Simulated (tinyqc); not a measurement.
Six-transistor SRAM cell, nodal equations and margins: effect of the drain-induced barrier lowering.

Two cross-coupled inverters (pull-down bn, pull-up bp) hold the nodes Q and QB; access transistors (ba, threshold VTn, gate on the word line at Vdd when selected) join them to the bit lines. Transistor (EKV form, voltages against the body): I = 2 n b Vt^2 [F(vp - Vs) - F(vp - Vd)] from drain to source, F(v) = ln^2(1 + exp(v/(2 Vt))), vp = (Vg - VT + sg |Vd - Vs|)/n. n-channel bodies are at 0; for the p-channel device all voltages are counted down from Vdd. b in uA/V^2 gives I in uA. For an access transistor the bit line is the drain and the node the source. In a read both bit lines are at Vdd. The cell is symmetric (no mismatch).

f(x) is the node voltage of one half-cell for input x: In = Ip in hold, In = Ip + Ia in a read. Static noise margin: side of the largest square between the curve (x, f(x)) and its mirror image (f(y), y); with h(c) the root x of f(x) - x = c, it is the maximum over c > 0 of h(c) - h(-c) + c. Q is the low node in a read and Iread the current of its access transistor. The write trip is the voltage to which the bit line of the high node must fall (the other staying at Vdd) for that state to vanish; higher is easier, and a negative value means that a grounded bit line does not write.

Parameters, values chosen for the exercise: temperature T = 325 K; supply voltage Vdd = 0.6 V; slope factor n = 1.17; n-channel threshold VTn = 0.36 V; p-channel threshold (magnitude) VTp = 0.34 V; gain factor of the pull-down transistor bn = 180 uA/V^2; gain factor of the access transistor ba = 150 uA/V^2; gain factor of the pull-up transistor bp = 51 uA/V^2.

Constants: q = 1.602176634e-19 C, kB = 1.380649e-23 J/K, Vt = kB T/q. Results are converted to the units shown.

Result of one run:
```
sg    hold margin (mV)  read margin (mV)  Q in a read (mV)  Iread (uA)  write trip (mV)
0.11             227.8             103.3             78.55       2.780            179.4
```

What becomes of these results when the drain-induced barrier lowering sg is changed from 0.11 to 0.08, all else the same?

Result of the changed run:
```
sg    hold margin (mV)  read margin (mV)  Q in a read (mV)  Iread (uA)  write trip (mV)
0.08             237.2             113.1             72.53       2.577            170.2
```

The whole series:
```
sg    hold margin (mV)  read margin (mV)  Q in a read (mV)  Iread (uA)  write trip (mV)
0.02             255.9             132.8             60.41       2.175            149.7
0.05             246.5             123.0             66.47       2.375            160.3
0.08             237.2             113.1             72.53       2.577            170.2
0.11             227.8             103.3             78.55       2.780            179.4
0.14             218.3             93.51             84.49       2.985            187.9
0.17             208.8             83.79             90.35       3.192            195.7
```

As sg goes from 0.02 to 0.17, the read margin falls from 133 to 83.8 mV, the write trip rises from 150 to 196 mV and Iread rises from 2.17 to 3.19 uA. The read margin is 0.52 of the hold margin in the first row and 0.40 in the last. Read stability and write ability pull in opposite directions. For sg = 0.14 to 0.17 the read margin is under 100 mV, which threshold mismatch, left out here, can use up in a large array.

Computed by the program tinyqc: `OMP_NUM_THREADS=1 python tinyqc.py 2340116 2340117 out.jsonl`, one thread of a shared Intel Xeon 2.30GHz, about 0.2 s for the whole run.
